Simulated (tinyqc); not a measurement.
Adsorption as a lattice gas: isotherms with interactions, competition, desorption peaks and saturation dose: one step, computed by the program tinyqc.

One adsorbate per site; a molecule needs 1 empty site. Gas and surface have the same temperature.

Problem. Dose to saturate, flat and in a hole. Without desorption or interaction, 99 % coverage needs the time (N_s/(s0 F)) ln 100. For a round hole of aspect ratio a in molecular flow with unit sticking (Gordon), the time is N_s/F x [1 + (19/4) a + (3/2) a^2]. The larger of the two times is a rough guide.

Inputs (values chosen for the exercise, for a model surface):
```
quantity,value,unit
desorption energy E,1.57,eV
prefactor nu,6.2e+13,1/s
site density N_s,5,1/nm^2
sticking coefficient s0,0.0012,-
temperature T,741,K
aspect ratio a (depth over diameter) of a hole,10,-
```

Adsorption: molecular (first order).

flux F = 9143776 1/(nm^2 s)

Give: time on a flat surface; time for the hole.

Solution.

time on a flat surface = 0.002098 s

time for the hole = 1.085e-04 s

The surface reaction is the slower step. Caution: with k_d = nu exp(-E/(k_B T)) of these inputs desorption is not negligible over the time on a flat surface, so without interaction 99 % coverage is not reached.
